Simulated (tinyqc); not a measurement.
# Hexagonal on-chip spiral inductor, lumped pi model: quality factor against frequency

Outer diameter do = di + 2 n wd + 2 (n - 1) sp, mean da = (do + di)/2, fill p = (do - di)/(do + di), length l = 3.464 n da. L = 2.33 mu0 n^2 da/(1 + 3.82 p), mu0 = 4 pi 1e-7 H/m. Rs = rho l/(wd delta (1 - exp(-th/delta))), delta = sqrt(rho/(pi f mu0)). Cs = n wd^2 eps0 eo/hu across the coil. At each end Cox = l wd eps0 eo/(2 ho) leads to the substrate branch Rsi = 2 rs he/(l wd) in parallel with Csi = l wd eps0 11.7/(2 he). With one end grounded Y = 1/(Rs + i w L) + i w Cs + 1/[1/(i w Cox) + 1/(1/Rsi + i w Csi)], w = 2 pi f; Q = -Im Y/Re Y. Eddy currents in neighbouring turns and in the substrate are left out.

Apparent inductance Im(1/Y)/w; share of the loss Re(substrate branch)/Re Y.

Inputs (values chosen for the exercise); values of the order met in silicon radio-frequency processes:
```
symbol  value     unit                                     meaning
n         3.5                                      number of turns
wd          4       um                                  line width
sp        1.5       um                         space between turns
di        140       um                              inner diameter
th        3.4       um                             metal thickness
rho       2.2  uohm cm                           metal resistivity
ho        9.9       um                        oxide below the coil
hu        1.5       um            oxide between coil and underpass
eo        3.9                   relative permittivity of the oxide
rs         20   ohm cm                       substrate resistivity
he         80       um  effective spreading depth in the substrate
```

Constants: eps0 = 8.8541878128e-12 F/m. Results are converted to the units shown.

Results:
```
f (GHz),Rs (ohm),w L/Rs,Q,apparent inductance (nH),loss in the substrate (%)
0.6,5.1341,2.9057,2.9018,3.9595,0.047342
0.98,5.8067,4.1963,4.1773,3.9633,0.24901
1.6,6.7239,5.9165,5.8231,3.9716,1.1315
2.6,7.9661,8.1151,7.7207,3.9882,3.9655
4.3,9.7312,10.987,9.5994,4.0263,10.876
11,14.904,18.350,10.216,4.3647,38.192
19,19.460,24.276,7.1200,5.4246,59.072
31,24.818,31.057,1.9778,12.283,75.205
```

Estimate the missing row, f = 7 GHz.

Computed row:
```
f (GHz),Rs (ohm),w L/Rs,Q,apparent inductance (nH),loss in the substrate (%)
7,12.056,14.436,10.660,4.1219,22.777
```

With this row back in the table: Q goes from 2.90 through a maximum of 10.7 (at f = 7 GHz among the rows listed) to 1.98; the exact peak is 10.7 at 7.82 GHz and Q reaches zero at the self-resonance, 36.0 GHz. The share of the substrate rises from 0.0473 to 75.2 %, and the apparent inductance ends at 3.10 times L. At the peak the substrate takes 26.2 % of the loss. For f = 19, 31 the coil is longer than 0.15 of a wavelength in the oxide, where one lumped section is rough.

Program tinyqc, `OMP_NUM_THREADS=1 python tinyqc.py 2302237 2302238 out.jsonl`; Intel Xeon 2.30GHz, shared host, one thread, about 0.01 s.
